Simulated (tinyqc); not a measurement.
Comparisons within one model: donor near an oxide interface in a gate field (two-state model). A value that a table varies takes the place of the one given here.

Interface at z = 0 (hard wall), donor at z = d, field F pulling electrons to the interface: potential e F z; 1 kV/cm = 1e-5 eV/angstrom, c = hbar^2/2m0, q = e^2/(4 pi eps0), Q = (eps - eo)/(eps + eo). Donor state: E_D = e F d - ED - q Q/(4 eps d), the last term joining the images of ion and electron. Interface state: z exp(-b z/2) exp(-rho^2/(2 L^2)) with E_z = c b^2/(4 mz) + 3 e F/b + q Q b/(8 eps), minimised over b; in the plane at z = 3/b the ion (distance D = d - 3/b) and its image (D' = d + 3/b) give E_rho = c/(mt L^2) - (q/eps)(sqrt(pi)/L)[erfcx(D/L) + Q erfcx(D'/L)], erfcx(x) = exp(x^2) erfc(x), minimised over L. E_I = E_z + E_rho.

The two states couple by t = t0 exp(-D/aD) with t0 = q/(eps aD) (2 aD/L) sqrt(aD b/2) v, v a valley factor; this form is an estimate. With detuning u = E_D - E_I the splitting is sqrt(u^2 + 4 t^2) and the lower state has weight (1 - u/sqrt(u^2 + 4 t^2))/2 on the donor.

Constants: hbar^2/2m0 = 3.80998211 eV angstrom^2; e^2/(4 pi eps0) = 14.39964547 eV angstrom.

Values chosen for the exercise (near those of a donor in Si below Si3N4, static dielectric constants; not measured data):

| symbol | value | unit | meaning |
|---|---|---|---|
| d | 60 | angstrom | depth of the donor |
| ED | 31.2 | meV | bulk binding energy |
| mz | 0.92 | m0 | mass across the interface |
| mt | 0.194 | m0 | mass in the plane |
| eps | 11.5 |  | dielectric constant of the semiconductor |
| eo | 7.5 |  | dielectric constant of the oxide |
| aD | 17.2 | angstrom | donor radius |
| v | 0.41 |  | valley factor |
| Fl | (69.892, 80.813, 85.181, 87.365, 89.55, 93.918, 104.838) | kV/cm | fields |
| dl | (65, 90, 120, 155, 200, 250) | angstrom | depths |

## Sweeping the field

Both levels, the splitting, the donor weight and the mean depth w d + (1 - w) 3/b.

Results:

| F (kV/cm) | E_D (meV) | E_I (meV) | splitting (meV) | donor weight | mean depth (angstrom) |
|---|---|---|---|---|---|
| 69.892 | 9.637 | 14.016 | 8.09 | 0.771 | 53.5 |
| 80.813 | 16.189 | 17.918 | 6.45 | 0.634 | 49.0 |
| 85.181 | 18.810 | 19.397 | 6.06 | 0.548 | 46.2 |
| 87.365 | 20.121 | 20.121 | 5.94 | 0.500 | 44.5 |
| 89.550 | 21.432 | 20.836 | 5.89 | 0.449 | 42.8 |
| 93.918 | 24.052 | 22.238 | 5.99 | 0.349 | 39.4 |
| 104.838 | 30.604 | 25.609 | 7.34 | 0.160 | 32.5 |

What does this show, and why?

E_D rises by 0.60 and E_I by 0.33 meV per kV/cm, so they cross once, near 87.4 kV/cm, where the splitting is 2t = 5.94 meV. The donor weight passes from 0.85 to 0.15 while the detuning goes from -2t to 2t, a window of 44 kV/cm or 51 % of the field; across the table the charge moves by 21 angstrom.

## Depth of the donor

Critical field, and the coupling, E_rho and L at that field.

Results:

| d (angstrom) | critical field (kV/cm) | e F d/ED | t (meV) | E_rho (meV) | L (angstrom) |
|---|---|---|---|---|---|
| 65 | 78.8 | 1.641 | 2.2 | -18.30 | 57 |
| 90 | 52.5 | 1.513 | 0.49 | -13.51 | 73 |
| 120 | 37.1 | 1.429 | 0.084 | -10.32 | 91 |
| 155 | 27.5 | 1.368 | 0.011 | -8.12 | 110 |
| 200 | 20.6 | 1.318 | 0.00085 | -6.39 | 132 |
| 250 | 16.0 | 1.280 | 4.9e-05 | -5.17 | 156 |

What can be read from the table?

The critical field falls from 79 to 16 kV/cm, with exponent -1.18 in d, while t drops by a factor 4.5e+04, about e for each 18 angstrom at the end (aD = 17.2). One lattice plane (1.36 angstrom) of misplacement changes t by 8 % and the critical field by about 1.3 % at 120 angstrom.

## What each parameter does

Critical field (E_D = E_I), and t and L there. Each row changes one parameter from the base and keeps the others.

Results:

| case | critical field (kV/cm) | t (meV) | L (angstrom) |
|---|---|---|---|
| base | 87.4 | 2.97 | 54.0 |
| d = 50 angstrom | 111.6 | 5.54 | 47.0 |
| ED = 37.2 meV | 108.2 | 2.65 | 55.6 |
| aD = 18.9 angstrom | 87.4 | 3.66 | 54.0 |
| mz = 0.782 m0 | 92.6 | 3.12 | 53.3 |
| mt = 0.223 m0 | 83.8 | 3.25 | 50.2 |
| eo = 11.2 | 82.3 | 2.80 | 55.6 |
| eps = 12.2 | 92.6 | 2.65 | 55.8 |

What can be read from the table?

The largest shifts from the base row, up to three for each result and ties (the steps differ in size, so this ranks the rows, not the parameters). critical field (kV/cm): d +24.2, ED +20.8, eps +5.3; unchanged at the printed digits by aD. t (meV): d +2.57, aD +0.690, ED -0.321. L (angstrom): d -6.9, mt -3.8, eps +1.8; unchanged at the printed digits by aD.

(tinyqc, `OMP_NUM_THREADS=1 python tinyqc.py 1251092 1251093 out.jsonl`, Intel(R) Xeon(R) Processor @ 2.30GHz, 1 thread, shared host, about 0.07 s.)
